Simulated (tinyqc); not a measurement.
Inside a calculation. Method: empirical pseudopotential in a few plane waves. Computed by tinyqc, a small Python program that keeps every step. Settings: plane-wave index or count = 15. Command: `OMP_NUM_THREADS=1 python tinyqc.py 27036 27037 out.jsonl` (the two numbers bound the seeds that draw the settings). One thread of a shared host (Intel(R) Xeon(R) Processor @ 2.60GHz), about 0.2 s of CPU time with the checks.

## Bloch Hamiltonian at k

Parameters chosen for this model: fcc lattice, atoms at +/- a/8 (1,1,1); form factors in rydberg at |G|^2 in units of (2 pi/a)^2:

| parameter | value | unit |
|---|---|---|
| a | 5.610000 | angstrom |
| VS(3) | -0.217000 | Ry |
| VS(8) | 0.027000 | Ry |
| VS(11) | 0.078000 | Ry |
| VA(3) | 0.066000 | Ry |
| VA(4) | 0.098000 | Ry |
| VA(11) | 0.003000 | Ry |
| hbar^2/2m (2 pi/a)^2 | 4.779219 | eV |

k point k (2 pi / a): 0.480000  -0.180000  -0.300000

Basis: the 15 shortest G (labels in 2 pi/a), the same at every k. H(G,G') = c |k + G|^2 delta + VS(|G-G'|^2) cos((G-G').tau) + i VA sin((G-G').tau), tau = a/8 (1,1,1); 1 Ry = 13.605693 eV.

H(k) at k (eV), lower triangle (Hermitian):
```
                     +0+0+0               -1-1-1               -1-1+1               -1+1-1
+0+0+0             1.686108
-1-1-1   2.087687-0.634965i            16.023766
-1-1+1  -2.087687-0.634965i   0.000000+1.333358i            10.288703
-1+1-1  -2.087687-0.634965i   0.000000+1.333358i             0.367354            12.582728
-1+1+1  -2.087687+0.634965i            -0.367354   0.000000+1.333358i   0.000000+1.333358i
+1-1-1  -2.087687-0.634965i   0.000000+1.333358i             0.367354             0.367354
+1-1+1  -2.087687+0.634965i            -0.367354   0.000000+1.333358i             0.000000
+1+1-1  -2.087687+0.634965i            -0.367354             0.000000   0.000000+1.333358i
+1+1+1   2.087687+0.634965i             0.000000            -0.367354            -0.367354
-2+0+0   0.000000-1.333358i  -2.087687+0.634965i  -2.087687-0.634965i  -2.087687-0.634965i
+0-2+0   0.000000-1.333358i  -2.087687+0.634965i  -2.087687-0.634965i   0.750413-0.028862i
+0+0-2   0.000000-1.333358i  -2.087687+0.634965i   0.750413-0.028862i  -2.087687-0.634965i
+0+0+2   0.000000+1.333358i  -0.750413-0.028862i   2.087687+0.634965i  -0.750413+0.028862i
+0+2+0   0.000000+1.333358i  -0.750413-0.028862i  -0.750413+0.028862i   2.087687+0.634965i
+2+0+0   0.000000+1.333358i  -0.750413-0.028862i  -0.750413+0.028862i  -0.750413+0.028862i

                     -1+1+1               +1-1-1               +1-1+1               +1+1-1
-1+1+1             6.847665
+1-1-1             0.000000            25.199866
+1-1+1             0.367354   0.000000+1.333358i            19.464803
+1+1-1             0.367354   0.000000+1.333358i             0.367354            21.758829
+1+1+1   0.000000+1.333358i            -0.367354   0.000000+1.333358i   0.000000+1.333358i
-2+0+0   2.087687-0.634965i   0.750413-0.028862i  -0.750413-0.028862i  -0.750413-0.028862i
+0-2+0  -0.750413-0.028862i  -2.087687-0.634965i   2.087687-0.634965i  -0.750413-0.028862i
+0+0-2  -0.750413-0.028862i  -2.087687-0.634965i  -0.750413-0.028862i   2.087687-0.634965i
+0+0+2  -2.087687+0.634965i  -0.750413+0.028862i  -2.087687+0.634965i   0.750413+0.028862i
+0+2+0  -2.087687+0.634965i  -0.750413+0.028862i   0.750413+0.028862i  -2.087687+0.634965i
+2+0+0   0.750413+0.028862i   2.087687+0.634965i  -2.087687+0.634965i  -2.087687+0.634965i

                     +1+1+1     -2+0+0     +0-2+0     +0+0-2
+1+1+1            16.023766
-2+0+0  -0.750413+0.028862i  11.626884
+0-2+0  -0.750413+0.028862i   0.367354  24.244022
+0+0-2  -0.750413+0.028862i   0.367354   0.367354  26.538048
+0+0+2  -2.087687-0.634965i  -0.367354  -0.367354   0.000000
+0+2+0  -2.087687-0.634965i  -0.367354   0.000000  -0.367354
+2+0+0  -2.087687-0.634965i   0.000000  -0.367354  -0.367354

           +0+0+2     +0+2+0     +2+0+0
+0+0+2  15.067922
+0+2+0   0.367354  17.361947
+2+0+0   0.367354   0.367354  29.979085
```

## Levels at k

Diagonalise the Hermitian matrix.

eigenvalues (eV): -2.350716  5.448489  8.281694  8.885430  13.344017  14.748357  15.938494  16.477645  18.910526  20.277897  21.312835  25.093724  27.106035  28.839494  32.380221

## Bands along a path

The same steps at evenly spaced points between the labelled ones.

Bands along the path (eV), lowest eight:

| k | band 1 | band 2 | band 3 | band 4 | band 5 | band 6 | band 7 | band 8 |
|---|---|---|---|---|---|---|---|---|
| L | -1.671771 | 4.033836 | 9.109793 | 9.109793 | 12.616595 | 15.056657 | 15.056657 | 17.713853 |
| L-G 0.25 | -2.202588 | 4.798303 | 9.058212 | 9.058212 | 12.624532 | 15.068067 | 15.068067 | 17.570146 |
| L-G 0.50 | -2.822700 | 6.343225 | 9.212638 | 9.212638 | 12.876032 | 15.225659 | 15.225659 | 16.444226 |
| L-G 0.75 | -3.265105 | 8.255686 | 9.459495 | 9.459495 | 12.856690 | 14.906083 | 14.958249 | 14.958249 |
| G | -3.421646 | 9.589105 | 9.589105 | 9.589105 | 12.021504 | 14.682267 | 14.682267 | 14.682267 |
| G-X 0.25 | -3.212725 | 8.297765 | 9.164812 | 9.164812 | 13.243675 | 14.107442 | 15.505374 | 15.505374 |
| G-X 0.50 | -2.619489 | 6.540900 | 8.438269 | 8.438269 | 12.281467 | 14.239419 | 17.402975 | 17.402975 |
| G-X 0.75 | -1.777289 | 5.061780 | 7.960290 | 7.960290 | 11.169839 | 13.361301 | 19.792721 | 19.792721 |
| X | -1.053855 | 4.242245 | 7.927238 | 7.927238 | 10.790744 | 13.093144 | 22.519471 | 22.519471 |

With 4 band(s) filled, the highest filled level on these points lies at G and the lowest empty one at X: a gap of 1.2016 eV, indirect. This holds for the small fixed basis; with all plane waves up to |k + G|^2 = 21 (2 pi/a)^2 the gap along the path is 1.65 eV.

## Convergence with the number of plane waves

Levels at G counted from the fourth one.

Levels (eV):

| plane waves | level 1 | level 5 | level 8 |
|---|---|---|---|
| 9 | -15.147104 | 0.800287 | 2.666716 |
| 15 | -13.010751 | 2.432400 | 5.093162 |
| 27 | -12.065139 | 2.890131 | 5.417471 |
| 51 | -11.919963 | 2.887217 | 5.481971 |
| 59 | -11.936590 | 2.905933 | 5.264475 |
| 65 | -11.944631 | 2.906509 | 5.217524 |
| 89 | -11.927246 | 2.911555 | 5.236183 |
